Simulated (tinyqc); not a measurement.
Four-point probe, van der Pauw, Hall and spreading-resistance readings of a semiconductor layer: one step, computed by the program tinyqc.

The layer is uniform and ohmic; contacts are points unless a radius is given.

Task: Resistivity and sheet resistance. rho = 1/(e n mu); R_s = rho/t.

Inputs (values chosen for the exercise, modelled on p-type silicon): carrier density n = 1e+19 1/cm^3; drift mobility mu = 57.3 cm^2/(V s); layer thickness t = 1500 micrometre.

Backing of the layer: insulating.

Constants: e = 1.602176634e-19 C.

Give: resistivity rho; sheet resistance R_s.

Result:

resistivity rho = 0.01089 ohm cm

sheet resistance R_s = 0.07262 ohm/square
